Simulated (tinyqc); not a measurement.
What each parameter of the potential does: deformation potentials from a strained empirical pseudopotential.

Diamond lattice, no spin-orbit coupling. Atomic form factor V(q) = a1 (q^2 - a2)/(a3 exp(a4 q^2) - 1) in rydberg with q in 1/bohr, for the unstrained cell. Under a strain e the reciprocal vectors and k go over into (1 + e)^(-1) G, the atoms sit at +/- tau with tau = (1 + e) a (1,1,1)/8 - zeta a (eyz, ezx, exy)/4, and H(G,G') = c |k + G|^2 delta + (V(q)/det(1 + e)) cos(q.tau), q = G - G', with the term q = 0 left out; c = hbar^2/2m0. The basis is fixed before straining: all G with |k + G|^2 up to 16 (2 pi/a)^2. k is given in units of 2 pi/a of the unstrained cell.

Constants: hbar^2/2m0 = 3.80998211 eV angstrom^2; Ry = 13.60569312 eV; a0 (Bohr radius) = 0.5291772105 angstrom.

Parameters, chosen for this exercise (near those of Si; the results hold for these values, not for the real material):
- a = 5.435 angstrom (lattice constant)
- a1 = 0.536
- a2 = 2.214
- a3 = 2.067
- a4 = 0.492
- kD = 0.82 2 pi/a (position of the Delta minimum)

Gaps from the valence top to level 8 at Gamma and level 5 at (kD,0,0) and L, and their deformation potentials [E(+h) - E(-h)]/(3 ln((1 + h)/(1 - h))) for e = +/- h 1, h = 0.002. The row for the lattice constant keeps V(q) without the volume factor, so it is not a strain.

One parameter was then changed.

Results before and after:
```
case     Gamma (eV)  Delta (eV)  L (eV)  potential Gamma (eV)  potential Delta (eV)  potential L (eV)
base          3.861       1.093   1.911                 -8.71                  2.63             -1.90
changed       3.986       0.796   1.810                 -8.41                  2.94             -1.73
```

Which of these changes was made? (a) a2 = 2.236; (b) a1 = 0.531; (c) a = 5.381 angstrom; (d) a4 = 0.497; (e) a3 = 2.088.

Answer: (c) a = 5.381 angstrom. Of the candidates, run in turn, only this one gives the changed row.

All candidates:
```
case                Gamma (eV)  Delta (eV)  L (eV)  potential Gamma (eV)  potential Delta (eV)  potential L (eV)
base                     3.861       1.093   1.911                 -8.71                  2.63             -1.90
a = 5.381 angstrom       3.986       0.796   1.810                 -8.41                  2.94             -1.73
a1 = 0.531               3.821       1.026   1.862                 -8.63                  2.64             -1.89
a2 = 2.236               3.743       1.167   1.906                 -8.78                  2.58             -1.94
a3 = 2.088               3.816       0.999   1.847                 -8.62                  2.63             -1.90
a4 = 0.497               3.769       1.008   1.836                 -8.54                  2.71             -1.82
```

Program tinyqc; command `OMP_NUM_THREADS=1 python tinyqc.py 1850570 1850571 out.jsonl`; about 0.2 s on one thread of a shared Intel(R) Xeon(R) Processor @ 2.30GHz.
